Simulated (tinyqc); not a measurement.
Via and link resistance from two via chains.

Problem. A chain of 2000 vias joined by 2000 metal links has R = 2000 (Rv + Rlink), with Rlink proportional to the link length. Find Rv, Rlink for length L, and the value of Rv that the short chain would give if the links were ignored.

resistance of chains of 2000 links with link lengths L and 3 L (ohm): 95000  1.05e5

Solution. R per link is a straight line in the link length; its intercept at zero length is Rv.

Rv = 45.0 ohm
Rlink = 2.50 ohm
Rv without correction = 47.5 ohm

Program tinyqc, `OMP_NUM_THREADS=1 python tinyqc.py 2750042 2750043 out.jsonl`; Intel Xeon 2.30GHz, shared host, one thread, about 0.01 s.
